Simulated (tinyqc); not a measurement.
Inside a calculation. Model: avalanche multiplication and breakdown of a junction from ionisation integrals. Computed by tinyqc, a small Python program that keeps every step. Command: `OMP_NUM_THREADS=1 python tinyqc.py 3012414 3012415 out.jsonl impact walk`. One thread of a shared host (Intel(R) Xeon(R) Processor @ 2.30GHz), about 0.01 s of CPU time with the checks. Intermediate numbers are printed to about 6 digits and carried at full precision; extremes and crossings named in words are read from the listed rows.

Ionisation coefficients follow the local field. Position x runs through the depletion layer from the p side (x = 0), where electrons enter, to the n side (x = w), where holes enter. The built-in voltage is neglected.

Inputs (values chosen for the exercise, modelled on GaAs):
```
quantity,value,unit
electron prefactor a_n,183000,1/cm
electron field b_n,577000,V/cm
hole prefactor a_p,202000,1/cm
hole field b_p,651000,V/cm
exponent c,1.8,-
permittivity eps,12.9,-
layer width W,0.8,micrometre
bias as a fraction of the breakdown voltage,0.67,-
```

Junction: p-i-n with uniform field.

Constants: e = 1.602176634e-19 C; eps_0 = 8.8541878128e-12 F/m.

## Breakdown

alpha_n = a_n exp(-(b_n/F)^c), alpha_p = a_p exp(-(b_p/F)^c). Uniform field F = F_m, w = W, V = F_m W. With Phi(x) = int_0^x (alpha_n - alpha_p) dx': 1 - 1/M_n = I_n = int_0^w alpha_n exp(-Phi) dx and M_p = M_n exp(-Phi(w)); trapezoid rule on 401 even points; breakdown at I_n = 1. Solve I_n(F_m) = 1.

critical field F_m = 0.351003 MV/cm

width at breakdown = 0.8 micrometre

breakdown voltage = 28.0802 V

## Coefficients at the critical field

The formulas are those given above.

alpha_n = 15846.1 1/cm

alpha_p = 9661.80 1/cm

ratio k = alpha_p/alpha_n = 0.609729

shorter ionisation length = 0.631072 micrometre

Electrons ionise more readily at the peak field. For a uniform field the condition reads (alpha_n - alpha_p) W = ln(alpha_n/alpha_p): 0.4947 against 0.4947.

## Field and integrand below breakdown

Bias V = fraction times the breakdown voltage.

peak field = 0.235172 MV/cm

Every 50th point:
```
x (micrometre),F (MV/cm),alpha_n (1/cm),alpha_p (1/cm),Phi,I_n up to x
0.0,0.235172,1195.85,389.551,0.0000000,0.0000000
0.1,0.235172,1195.85,389.551,0.0080630,0.0119104
0.2,0.235172,1195.85,389.551,0.0161260,0.0237252
0.3,0.235172,1195.85,389.551,0.0241890,0.0354451
0.4,0.235172,1195.85,389.551,0.0322520,0.0470709
0.5,0.235172,1195.85,389.551,0.0403150,0.0586034
0.6,0.235172,1195.85,389.551,0.0483781,0.0700432
0.7,0.235172,1195.85,389.551,0.0564411,0.0813911
0.8,0.235172,1195.85,389.551,0.0645041,0.0926479
```

## Multiplication and noise

M_n = 1/(1 - I_n), M_p = M_n exp(-Phi(w)); McIntyre excess noise for the carrier with the larger M, F_x = k M + (1 - k)(2 - 1/M), with k = (smaller M - 1)/(larger M - 1).

M_n = 1.10211

M_p = 1.03326

effective k = 0.325752

excess noise factor = 1.09573

Injecting electrons gives the larger gain and, at equal gain, the lower noise.

## Gain against bias and Miller's formula

Miller's exponent n is defined by 1 - 1/M = (V/V_B)^n for the larger M.

Gain:
```
V/V_B,V (V),F_m (MV/cm),M_n,M_p,Miller exponent n
0.50,14.0401,0.175502,1.0029,1.0004,8.42092
0.60,16.8481,0.210602,1.0323,1.0081,6.78137
0.70,19.6562,0.245702,1.1547,1.0553,5.63578
0.80,22.4642,0.280802,1.5193,1.2361,4.81085
0.90,25.2722,0.315903,2.7890,1.9637,4.21435
0.95,26.6762,0.333453,5.4138,3.5411,3.98129
0.98,27.5186,0.343983,13.3350,8.3575,3.85846
0.99,27.7994,0.347493,26.5496,16.4105,3.82007
```

The larger gain passes 2 between 0.800 and 0.900 of V_B and reaches 26.5 at 0.99. Miller's exponent runs from 3.8 to 8.4, so it is not a constant: a fit holds over a narrow range only. From the first row to the last the voltage grows by a factor 1.98 and the peak field by 1.98.

Checks made by the program: the hole form of the condition, int alpha_p exp(Phi(w) - Phi) dx = 1 (relative difference 8e-08).
